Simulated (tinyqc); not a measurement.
Band edges of strained Si(1-x)Ge(x) on relaxed Si(1-y)Ge(y): one step. Conduction valleys of the layer. Three cases, with inputs chosen for the exercise.

Question. Give the hydrostatic shifts, the uniaxial shifts and the edges.

A valley with unit axis u lies at Ev + gap + (av + a_valley) tr(e) + Xu (u.e.u - tr(e)/3); the Delta axes are x, y, z and the L axes [111], [1-1-1], [-11-1], [-1-11]. The second-order shift of the Delta valleys under shear is left out; it lowers the pair normal to the sheared plane by tens of meV at a shear of 1 %.

Give: hydrostatic shifts of Delta and L; uniaxial shifts; valley edges.

Case 1.

Interpolated values (a in angstrom, C11, C12, C44 in GPa, all else in eV):
```
symbol       layer      buffer
a         5.656000    5.622543
Dso       0.288000    0.256150
av        1.250000    1.409900
b        -2.540000   -2.482800
d        -5.280000   -5.222800
C11     127.600000  132.462000
C12      47.900000   49.915000
C44      67.500000   69.216000
Ev        0.710000    0.617700
ED        0.916000    0.919435
EL        0.731000    0.896360
aD        1.330000    1.367700
aL       -2.560000   -2.645800
XuD       9.260000    9.231400
XuL      14.800000   15.023600
```

strain tensor in the cubic axes, rows x, y, z and columns alike:
```
[[-0.00591528, 0.00000000, 0.00000000],
 [0.00000000, -0.00591528, 0.00000000],
 [0.00000000, 0.00000000, 0.00444109]]
```

Answer.

hydrostatic shifts of Delta and L (eV): [-0.0191, 0.0097]

uniaxial shifts (eV): Delta x -0.0320, Delta y -0.0320, Delta z 0.0639, L [111] 0.0000, L [1-1-1] 0.0000, L [-11-1] 0.0000, L [-1-11] 0.0000

valley edges (eV): Delta x 1.5750, Delta y 1.5750, Delta z 1.6709, L [111] 1.4507, L [1-1-1] 1.4507, L [-11-1] 1.4507, L [-1-11] 1.4507

The lowest set is L4 (the digit counts whole valleys) at 1.4507 eV; the Delta valleys spread over 96 meV and the L valleys over 0 meV.

Case 2.

Interpolated values (a in angstrom, C11, C12, C44 in GPa, all else in eV):
```
symbol       layer      buffer
a         5.515532    5.600910
Dso       0.133910    0.223820
av        2.004900    1.549800
b        -2.290200   -2.460400
d        -5.010600   -5.151200
C11     150.702000  137.604000
C12      58.213000   52.626000
C44      75.012000   70.424000
Ev        0.251600    0.503200
ED        1.004018    0.935272
EL        1.525050    1.068100
aD        1.553500    1.387000
aL       -3.167900   -3.045800
XuD       9.254900    9.539800
XuL      15.822400   15.644800
```

strain tensor in the cubic axes, rows x, y, z and columns alike:
```
[[0.01547947, 0.00000000, 0.00000000],
 [0.00000000, 0.01547947, 0.00000000],
 [0.00000000, 0.00000000, -0.01195878]]
```

Answer.

hydrostatic shifts of Delta and L (eV): [0.0676, -0.0221]

uniaxial shifts (eV): Delta x 0.0846, Delta y 0.0846, Delta z -0.1693, L [111] 0.0000, L [1-1-1] 0.0000, L [-11-1] 0.0000, L [-1-11] 0.0000

valley edges (eV): Delta x 1.4079, Delta y 1.4079, Delta z 1.1539, L [111] 1.7546, L [1-1-1] 1.7546, L [-11-1] 1.7546, L [-1-11] 1.7546

The lowest set is Delta2 (the digit counts whole valleys) at 1.1539 eV; the Delta valleys spread over 254 meV and the L valleys over 0 meV.

Case 3.

Interpolated values (a in angstrom, C11, C12, C44 in GPa, all else in eV):
```
symbol       layer      buffer
a         5.515914    5.426000
Dso       0.146220    0.045000
av        1.930200    2.430000
b        -2.298000   -2.130000
d        -5.070000   -4.860000
C11     149.076000  164.700000
C12      57.322000   64.000000
C44      73.914000   79.500000
Ev        0.306600    0.000000
ED        0.998458    1.135000
EL        1.480920    2.016000
aD        1.514800    1.750000
aL       -2.990600   -3.230000
XuD       9.253000    9.400000
XuL      15.616600   15.730000
```

strain tensor in the cubic axes, rows x, y, z and columns alike:
```
[[-0.00416490, 0.01213586, 0.00000000],
 [0.01213586, -0.00416490, 0.00000000],
 [0.00000000, 0.00000000, -0.01630076]]
```

Answer.

hydrostatic shifts of Delta and L (eV): [-0.0849, 0.0261]

uniaxial shifts (eV): Delta x 0.0374, Delta y 0.0374, Delta z -0.0749, L [111] 0.1263, L [1-1-1] -0.1263, L [-11-1] -0.1263, L [-1-11] 0.1263

valley edges (eV): Delta x 1.2576, Delta y 1.2576, Delta z 1.1453, L [111] 1.9400, L [1-1-1] 1.6873, L [-11-1] 1.6873, L [-1-11] 1.9400

The lowest set is Delta2 (the digit counts whole valleys) at 1.1453 eV; the Delta valleys spread over 112 meV and the L valleys over 253 meV.

Computed by tinyqc, one run a case: `OMP_NUM_THREADS=1 python tinyqc.py N N+1 out.jsonl` with N = 1050877, 1050924, 1050983; one thread of a shared Intel(R) Xeon(R) Processor @ 2.30GHz, about 0.02 s a run at most.
